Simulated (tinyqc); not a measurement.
Propagation of a band-gap error through k.p and effective-mass formulas: one step. A scissor shift and what it does not mend. Four cases, with inputs chosen for the exercise.

Task: A rigid shift D = Eg - Eg2 of the conduction band restores the gap but leaves the curvature, so the mass stays me(Eg2); redoing the sum 1/m = 1 + Ep (E + 2 Dso/3)/(E (E + Dso)) with E = Eg and the same Ep gives another mass. For optics, eps2 at the edge goes as |p|^2/E^2: a rigid shift keeps the dipole elements p/E, while shifting the energies under unchanged p scales eps2 by (Eg2/Eg)^2.

Case 1.

Values chosen (reference values near those of InSb, gap at low temperature; the results hold for these values, not for the real material): Eg = 0.239 eV (gap at Gamma to the s-like level); Eg2 = 0.108 eV (a wrong gap); Dso = 0.805 eV (spin-orbit splitting); Ep = 23.2 eV (Kane energy).

Case 2.

Values chosen (reference values near those of InP, gap at low temperature; the results hold for these values, not for the real material): Eg = 1.447 eV (gap at Gamma to the s-like level); Eg2 = 0.926 eV (a wrong gap, of the size a semi-local functional can give); Dso = 0.106 eV (spin-orbit splitting); Ep = 20.7 eV (Kane energy).

Case 3.

Values chosen (reference values near those of GaAs, gap at low temperature; the results hold for these values, not for the real material): Eg = 1.527 eV (gap at Gamma to the s-like level); Eg2 = 0.977 eV (a wrong gap, of the size a semi-local functional can give); Dso = 0.343 eV (spin-orbit splitting); Ep = 26.1 eV (Kane energy).

Case 4.

Values chosen (reference values near those of CdTe, gap at low temperature; the results hold for these values, not for the real material): Eg = 1.575 eV (gap at Gamma to the s-like level); Eg2 = 3.654 eV (a wrong gap, of the size a hybrid with far too much exact exchange can give); Dso = 0.927 eV (spin-orbit splitting); Ep = 19.1 eV (Kane energy).

Give: shift D; mass under a rigid shift; mass from the sum with the corrected gap; factor on eps2 if p is left unscaled.

Result:

Case 1.

shift D = 0.131 eV
mass under a rigid shift = 0.0065 m0
mass from the sum with the corrected gap = 0.0137 m0
factor on eps2 if p is left unscaled = 0.204

The rigid shift leaves the mass off by a factor of 0.48. The mass from the corrected gap is the reference me(Eg) here, because the exercise keeps Ep fixed; a real correction of the gap depends on k and changes Ep as well.

Case 2.

shift D = 0.521 eV
mass under a rigid shift = 0.0443 m0
mass from the sum with the corrected gap = 0.0668 m0
factor on eps2 if p is left unscaled = 0.410

The rigid shift leaves the mass off by a factor of 0.66. The mass from the corrected gap is the reference me(Eg) here, because the exercise keeps Ep fixed; a real correction of the gap depends on k and changes Ep as well.

Case 3.

shift D = 0.550 eV
mass under a rigid shift = 0.0394 m0
mass from the sum with the corrected gap = 0.0587 m0
factor on eps2 if p is left unscaled = 0.409

The rigid shift leaves the mass off by a factor of 0.67. The mass from the corrected gap is the reference me(Eg) here, because the exercise keeps Ep fixed; a real correction of the gap depends on k and changes Ep as well.

Case 4.

shift D = -2.079 eV
mass under a rigid shift = 0.1702 m0
mass from the sum with the corrected gap = 0.0860 m0
factor on eps2 if p is left unscaled = 5.382

The rigid shift leaves the mass off by a factor of 1.98. The mass from the corrected gap is the reference me(Eg) here, because the exercise keeps Ep fixed; a real correction of the gap depends on k and changes Ep as well.

Computed by tinyqc, one run a case: `OMP_NUM_THREADS=1 python tinyqc.py N N+1 out.jsonl` with N = 1850904, 1851030, 1851272, 1880042; one thread of a shared Intel(R) Xeon(R) Processor @ 2.30GHz, about 0.01 s a run at most.
